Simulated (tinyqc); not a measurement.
# Nanowire ballistic transistor, top-of-the-barrier model, step by step

Numbers from tinyqc (`OMP_NUM_THREADS=1 python tinyqc.py 2400009 2400010 out.jsonl`; about 0.05 s on one thread of a shared Intel Xeon 2.30GHz). Printed values are rounded.

At the top of the source barrier, states moving towards the drain are filled by the source (Fermi level 0) and states moving back by the drain (Fermi level -q Vd); nothing scatters. U is the shift of the band edge there, set by the capacitances CG, CD and CS (the total) and by the charge. Parabolic one-dimensional subbands; the source is grounded.

Values chosen for this exercise; mass and valleys close to those of a monolayer dichalcogenide: temperature T = 250 K; effective mass m = 0.497 m0; valley degeneracy gv = 2; relative permittivity of the gate insulator eox = 16; insulator thickness tox = 1.5 nm; wire diameter d = 6 nm; offset of a second subband (0: none) dE = 0.17 eV; gate control CG/CS aG = 0.88; drain control CD/CS aD = 0.044; band edge at the barrier top above the source Fermi level at zero bias E0 = 0.26 eV; gate voltage Vg = 0.8 V; drain voltage Vd = 0.05 V.

Constants: q = 1.602176634e-19 C, kB = 1.380649e-23 J/K, hbar = 1.054571817e-34 J s, h = 6.62607015e-34 J s, m0 = 9.1093837015e-31 kg, Vt = kB T/q, eps0 = 8.8541878128e-14 F/cm where lengths are in cm. Results are converted to the units shown.

## Density of states, capacitances and charge at zero bias

N0 = gv sqrt(2 m kB T/pi)/hbar, CG = 2 pi eps0 eox/ln(1 + 2 tox/d), CS = CG/aG, n0 = n at U = 0 and Vd = 0. eta1 = -(E0 + U)/Vt, eta2 = eta1 - Vd/Vt, n = (N0/2)[F_(-1/2)(eta1) + F_(-1/2)(eta2)], F_(-1/2)(x) = (1/sqrt(pi)) int_0^infinity u^(-1/2)/(1 + exp(u - x)) du. Each F is summed over the two subbands, F(eta) + F(eta - dE/Vt), which share the mass. UL = -(aG Vg + aD Vd).

N0 = 5.98175e6 cm^-1
CG = 21.9531 pF/cm
CS = 24.9467 pF/cm
n0 = 34.3257 cm^-1
UL = -0.7062 eV

## Iteration 1: self-consistent potential at the barrier top

U at the start (U = UL) = -0.7062 eV

eta1 = -(E0 + U)/Vt, eta2 = eta1 - Vd/Vt, n = (N0/2)[F_(-1/2)(eta1) + F_(-1/2)(eta2)], F_(-1/2)(x) = (1/sqrt(pi)) int_0^infinity u^(-1/2)/(1 + exp(u - x)) du. Each F is summed over the two subbands, F(eta) + F(eta - dE/Vt), which share the mass. U(out) = UL + q (n - n0)/CS. Newton step: U(new) = U + (U(out) - U)/(1 + CQ/CS), CQ = (q/Vt) dn/d(eta1) with both F' summed; F' = dF_(-1/2)/dx.

eta1 = 20.7117
eta2 = 18.3908
n = 5.27448e7 cm^-1
U(out) = -0.367452 eV
CQ = 13.1577 pF/cm
U after iteration 1 = -0.484424 eV

## Iteration 2: self-consistent potential at the barrier top

As before.

eta1 = 10.4173
eta2 = 8.09643
n = 2.74504e7 cm^-1
U(out) = -0.529902 eV
CQ = 26.0285 pF/cm
U after iteration 2 = -0.506681 eV

## Course of the iteration: self-consistent potential at the barrier top

Stop when U changes by less than 1e-9 eV, or after 90 iterations.

Course of the iteration:

| iteration | U (eV) | \|change\| (eV) |
|---|---|---|
| 1 | -0.484424 | 0.222 |
| 2 | -0.506681 | 0.0223 |
| 3 | -0.506781 | 1.00e-4 |
| 4 | -0.506781 | 8.47e-9 |
| 5 | -0.506781 | 0 |

Converged in 5 iterations. At the end the number of correct digits about doubles with each step.

## Current, mean velocity and share of the gate voltage

converged U = -0.506781 eV

N0 = gv sqrt(2 m kB T/pi)/hbar, CG = 2 pi eps0 eox/ln(1 + 2 tox/d), CS = CG/aG, n0 = n at U = 0 and Vd = 0. eta1 = -(E0 + U)/Vt, eta2 = eta1 - Vd/Vt, n = (N0/2)[F_(-1/2)(eta1) + F_(-1/2)(eta2)], F_(-1/2)(x) = (1/sqrt(pi)) int_0^infinity u^(-1/2)/(1 + exp(u - x)) du. Each F is summed over the two subbands, F(eta) + F(eta - dE/Vt), which share the mass. I = gv (2 q^2/h) Vt [ln(1 + exp eta1) - ln(1 + exp eta2)], summed over both subbands. Mean velocity I/(q n). CQ = (q/Vt) dn/d(eta1); the band edge follows the gate as -dU/dVg = aG/(1 + CQ/CS).

eta1 = 11.4551
n = 3.10506e7 cm^-1
I = 14.7429 uA
mean velocity = 2.96349e6 cm/s
CQ = 25.1868 pF/cm
-dU/dVg = 0.437893 eV/V

The carriers from the source are degenerate (eta1 = 11.5), and the mean velocity is 0.425 times vT = sqrt(2 kB T/(pi m)) = 6.97e6 cm/s. The drain fills a good part of the returning states, which lowers the mean.
